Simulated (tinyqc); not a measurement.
Scaling the whole coupling: critical temperature from a phonon spectrum: McMillan, Allen-Dynes and the linearised Eliashberg equation. Computed by tinyqc, a small Python program. Command: `OMP_NUM_THREADS=1 python tinyqc.py 3027012 3027013 out.jsonl eliashberg walk`. One thread of a shared host (Intel(R) Xeon(R) Processor @ 2.30GHz), about 0.01 s of CPU time with the checks.

alpha^2 F(omega) = sum_i (lambda_i omega_i/2) delta(omega - omega_i), so that lambda = 2 int alpha^2 F/omega d omega = sum_i lambda_i.

Inputs (values chosen for the exercise, for a model metal): peak energy omega_1 = 22.2 meV; coupling lambda_1 = 2.05; Coulomb pseudopotential mu* = 0.1.

Peaks in alpha^2 F: one.

Constants: k_B = 8.617333262e-05 eV/K.

Method:
- omega_log = exp(sum lambda_i ln omega_i / lambda); omega_rms = sqrt(sum lambda_i omega_i^2 / lambda).
- McMillan form: k_B T_c = (omega_log/1.2) exp[-1.04 (1 + lambda)/(lambda - mu* (1 + 0.62 lambda))]. Allen-Dynes multiplies it by f1 f2: f1 = [1 + (lambda/L1)^(3/2)]^(1/3), L1 = 2.46 (1 + 3.8 mu*); f2 = 1 + (omega_rms/omega_log - 1) lambda^2/(lambda^2 + L2^2), L2 = 1.82 (1 + 6.3 mu*) omega_rms/omega_log.
- Linearised Eliashberg equation at omega_n = (2n + 1) pi k_B T, n = 0..N-1: lambda(j) = sum_i lambda_i omega_i^2/(omega_i^2 + (2 pi j k_B T)^2); K_mn = lambda(m - n) + lambda(m + n + 1) - 2 mu*(N) - delta_mn [2m + 1 + lambda(0) + 2 sum_(j=1..m) lambda(j)], with 1/mu*(N) = 1/mu* + ln(omega_rms/omega_N), omega_N = (2N + 1) pi k_B T. T_c is where the largest eigenvalue rho of K is zero.
- N is the smallest integer at or above 8 omega_max/(2 pi k_B T_AD), omega_max the highest peak and T_AD the Allen-Dynes value.
- All lambda_i are multiplied by s. The last column is the large-lambda limit for mu* = 0, k_B T_c = 0.1827 omega_rms sqrt(lambda).

lambda = 2.05

omega_rms = 22.2 meV

omega_log = 22.2 meV

T_c (K):

| s | lambda | McMillan | Allen-Dynes | Eliashberg | large-lambda limit |
|---|---|---|---|---|---|
| 0.6 | 1.230 | 23.766 | 25.381 | 25.246 | 52.20 |
| 0.8 | 1.640 | 31.826 | 35.050 | 35.025 | 60.28 |
| 1.0 | 2.050 | 37.678 | 42.834 | 43.067 | 67.39 |
| 1.3 | 2.665 | 43.853 | 52.292 | 53.057 | 76.84 |
| 1.7 | 3.485 | 49.267 | 62.484 | 64.120 | 87.87 |
| 2.3 | 4.715 | 54.281 | 74.991 | 77.906 | 102.20 |
| 3.2 | 6.560 | 58.574 | 90.483 | 95.012 | 120.55 |

What does the comparison show, and why?

McMillan/Eliashberg runs from 0.94 at lambda = 1.23 to 0.62 at 6.56: the exponential form levels off at large lambda, while the true T_c keeps rising (exponent 0.60 between the last rows, tending to 1/2). Allen-Dynes stays within about 5 % over the table. The last row reaches 79 % of the mu* = 0 limit; with mu* above zero T_c stays below that line at any lambda.

Extremes, crossings and ranges named in words are read from the listed rows.
